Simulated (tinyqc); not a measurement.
Switching kinetics of a ferroelectric film and the memory window of a ferroelectric gate stack: one step, computed by the program tinyqc. Command: `OMP_NUM_THREADS=1 python tinyqc.py 3018373 3018374 out.jsonl feswitch walk`. One thread of a shared host (Intel(R) Xeon(R) Processor @ 2.30GHz), about 0.01 s of CPU time with the checks.

Fields in MV/cm; 1 microcoulomb/cm^2 over eps_0 is 11.29409 MV/cm. In the stack (metal, ferroelectric, interlayer, channel) the channel is taken as a conductor.

Problem. Memory window. Saturated branches: P(E) = P_s tanh[(E -/+ E_c)/(2 delta)], delta = E_c/ln[(1 + P_r/P_s)/(1 - P_r/P_s)]; D = P + eps_0 eps_F E. At threshold the channel charge is negligible, so D = 0 on each branch: (1 - s) P(E) + eps_0 eps_F E = 0, with the screened share s. The rising branch has the root E0 between 0 and E_c; window = 2 E0 t_F; its upper bound is 2 E_c t_F.

Inputs (values chosen for the exercise, for a model hafnia-based film):
```
quantity                                 value               unit
saturation polarisation P_s                 21  microcoulomb/cm^2
ratio P_r/P_s                             0.91                  -
coercive field E_c                        0.84              MV/cm
permittivity of the ferroelectric eps_F     28                  -
thickness t_F                               19                 nm
share s of P screened by trapped charge   0.79                  -
```

delta = 0.2749547 MV/cm

Give: field E0; memory window; bound 2 E_c t_F; fixed-charge estimate 2 (1 - s) P_r t_F/(eps_0 eps_F).

Solution.

field E0 = 0.6347 MV/cm

memory window = 2.412 V

bound 2 E_c t_F = 3.192 V

fixed-charge estimate 2 (1 - s) P_r t_F/(eps_0 eps_F) = 6.151 V

Charge and coercive field both limit the window.
